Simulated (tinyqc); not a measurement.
Worked calculation: interface roughness in a thin film (subband fluctuation and scattering). Values are carried at full precision from step to step, so a last printed digit may differ when a step is redone from the rounded ones.

Square well of width t, barriers V0, c = hbar^2/2m0: E1 solves k t + 2 atan[(k/mz)/(kappa/mb)] = pi, k = sqrt(mz E/c), kappa = sqrt(mb (V0 - E)/c). One interface is rough, so the subband edge fluctuates by G dt with G = |dE1/dt| (central difference of 0.01 angstrom; 2 E1/t for hard walls).

Constants: hbar^2/2m0 = 3.80998211 eV angstrom^2; e^2/(4 pi eps0) = 14.39964547 eV angstrom; hbar = 6.58211957e-16 eV s.

Values chosen for the exercise (near those of a thin Si channel on (100), two-fold valleys; shifted at random, so the results belong to these values and not to a real crystal):
- t = 26 angstrom (film thickness)
- mz = 0.917 m0 (confinement mass)
- V0 = 3.22 eV (barrier)
- mb = 0.48 m0 (barrier mass)
- D = 1.1 angstrom (rms height of the roughness)
- md = 0.195 m0 (mass in the plane)
- gv = 2 (valleys)
- Lc = 38 angstrom (correlation length)
- Ns = 0.93 x 1e12/cm^2 (sheet density)
- eps = 7.8 (mean dielectric constant at the channel)
- Lg = 150 angstrom (gate length)
- Wg = 1000 angstrom (gate width)

## Sensitivity of the level to thickness

Give E1, G, the hard-wall values and the rms fluctuation G D.

E1 = 53.63 meV
G = |dE1/dt| = 3.8760 meV/angstrom

hard walls: E1 (meV) and G (meV/angstrom): 60.661  4.666

G D = 4.26 meV

Hard walls overstate G by a factor 1.20, and the scattering rate, which goes as G^2, by 1.45.

## The angular integrand

Gaussian roughness spectrum S(q) = pi D^2 Lc^2 exp(-q^2 Lc^2/4). Degenerate gas, taken to fill one subband (the second starts to fill once c kF^2/md exceeds E2 - E1, which is not tested here): kF = sqrt(2 pi Ns/gv), q = 2 kF sin(theta/2), 1/tau = (md/(2 pi c hbar)) G^2 times the integral from 0 to pi of S(q)(1 - cos theta)/eps(q)^2 dtheta, eps(q) = 1 + qs/q with screening (qs = gv md q0/(c eps), q0 = e^2/(4 pi eps0), form factors left out, which overstates the screening; other scattering is left out too, so these values lie far above measured mobilities in all but the thinnest films) or 1 without; mobility = tau c2/md with c2 = e/m0 = 1.75882e15 cm^2/(V s^2); 1e12/cm^2 = 1e-4/angstrom^2.

kF, qs, and exp(-q^2 Lc^2/4)(1 - cos theta) without and with the factor 1/eps^2 at theta = 30, 60, ..., 180 degrees.

kF = 0.01709 1/angstrom
qs = 0.1890 1/angstrom

Integrand:
```
theta  q (1/angstrom)   bare  eps(q)  screened
30             0.0088  0.130   22.36  0.000261
60             0.0171  0.450   12.06   0.00310
90             0.0242  0.810    8.82    0.0104
120            0.0296   1.09    7.38    0.0201
150            0.0330   1.26    6.72    0.0279
180            0.0342   1.31    6.53    0.0308
```

kF Lc = 0.65: the roughness is short-ranged for these electrons, and back-scattering dominates.

## Scattering time and mobility

Integrate over theta.

Results:
```
case      integral   tau (fs)  mobility (cm^2/(V s))
bare         2.303      425.5                   3838
screened   0.04035  2.428e+04              2.190e+05
```

Screening raises the mobility by a factor 57.1. With it kF l = 421, so by this rate the carriers are far from localisation. G D = 4.3 meV is more than half of EF - E1 = 5.7 meV, though, which makes the Born rate doubtful.

## Threshold variation

Averaged over an area A = Lg Wg much larger than Lc^2, the thickness varies by D sqrt(pi Lc^2/A), so sigma(Vt) = G D Lc sqrt(pi/A)/e; the Pelgrom coefficient is sigma sqrt(A) (1 micrometre = 1e4 angstrom).

rms of the mean thickness = 0.191 angstrom
sigma(Vt) = 0.741 mV
coefficient = 0.0287 mV micrometre

The electrostatic effect of the thickness is left out. Lc is not small against the gate, so the averaging formula overstates the variation.

## Checks

- G from the envelope at the wall, psi(t/2)^2 (E1 + c mz (kappa/mb)^2), against the difference quotient, meV/angstrom: both 3.876.
- Bare integral for Lc -> 0 against pi: both 3.1416.

Run: tinyqc, `OMP_NUM_THREADS=1 python tinyqc.py 1250637 1250638 out.jsonl`; Intel(R) Xeon(R) Processor @ 2.30GHz, one thread, shared host; about 0.01 s of CPU time with all checks.
